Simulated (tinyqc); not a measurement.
# Frequency dispersion of an accumulation capacitance by border traps, distributed model, step by step

tinyqc, about 0.6 s, one thread, Intel Xeon 2.30GHz (shared host): `OMP_NUM_THREADS=1 python tinyqc.py 2202238 2202239 out.jsonl` Printed values are rounded.

Traps spread evenly through the insulator exchange electrons with the semiconductor by tunnelling, with tau(x) = t0 exp(2 ka x) at depth x from the interface. The admittance per area Y seen at depth x obeys dY/dx = -Y^2/(i w eps0 eox) + q Nb ln(1 + i w tau)/tau, with Y(0) = i w Cs and w = 2 pi f; the gate sees Y(tox) = G + i w C. Working variable y = Y/(i w), in uF/cm^2. Cox = eps0 eox/tox.

Parameters, values chosen for the exercise; permittivity close to that of zirconium oxide:

| symbol | value | unit | meaning |
|---|---|---|---|
| eox | 21.9 |  | relative permittivity of the insulator |
| tox | 10 | nm | insulator thickness |
| Cs | 0.74 | uF/cm^2 | semiconductor capacitance in accumulation |
| Nb | 1e19 | cm^-3 eV^-1 | density of border traps |
| ka | 6.1 | 1/nm | decay constant of the wave function in the insulator |
| t0 | 5e-11 | s | time constant of a trap at the interface |
| f | 1000 | Hz | frequency |
| xe | 1.6 | nm | depth down to which the steps are taken |

Constants: q = 1.602176634e-19 C, eps0 = 8.8541878128e-14 F/cm where lengths are in cm. Results are converted to the units shown.

## Scales and lumped estimate

Cox; trap-free value 1/(1/Cox + 1/Cs); response depth d = ln(1/(w t0))/(2 ka), where w tau = 1; lumped estimate: all traps within d act as C_bt = q Nb d placed at d/2, so C = 1/{1/[1/(1/Cs + d/(2 eps0 eox)) + C_bt] + (tox - d/2)/(eps0 eox)}.

Cox = 1.93907 uF/cm^2
trap-free C = 0.535600 uF/cm^2
d = 1.22733 nm
C_bt = 0.196639 uF/cm^2
lumped C = 0.636388 uF/cm^2

The traps within reach amount to 0.266 Cs and lie in the first 12.3 % of the insulator.

## Midpoint steps through the active depth

In terms of y: dy/dx = -y^2/(eps0 eox) + s(x), s = q Nb ln(1 + z)/z, z = i w tau. 8 midpoint steps of h = xe/8: y_half = y + (h/2) y'(x, y), y(new) = y + h y'(x + h/2, y_half).

| point | x (nm) | s (uF/(cm^2 nm)) | y (uF/cm^2) |
|---|---|---|---|
| 0 | 0 | 0.160218+0.000000i | 0.740000+0.000000i |
| 1 | 0.2 | 0.160218+0.000000i | 0.766192+0.000000i |
| 2 | 0.4 | 0.160218-0.000003i | 0.791974+0.000000i |
| 3 | 0.6 | 0.160218-0.000038i | 0.817337-0.000002i |
| 4 | 0.8 | 0.160216-0.000436i | 0.842277-0.000028i |
| 5 | 1 | 0.160010-0.004993i | 0.866783-0.000322i |
| 6 | 1.2 | 0.139022-0.046326i | 0.890394-0.003623i |
| 7 | 1.4 | 0.028255-0.041201i | 0.897615-0.016212i |
| 8 | 1.6 | 0.002650-0.007724i | 0.891100-0.019668i |

## Capacitance and conductance at the gate

y at xe = 0.891100-0.019668i uF/cm^2

Beyond xe the traps are ignored, so 1/y(tox) = 1/y(xe) + (tox - xe)/(eps0 eox); C = Re y, G/w = -Im y, loss tangent G/(w C).

y at the gate = 0.642982-0.010238i uF/cm^2
C = 0.642982 uF/cm^2
G/w = 0.0102376 uF/cm^2
loss tangent = 0.0159220

A fine integration over the whole insulator gives C = 0.64337 and G/w = 0.01045 uF/cm^2; the coarse G/w is 2.0 % below that. The fine C is 20 % above the trap-free value, and the lumped estimate is 1.1 % below the fine result.
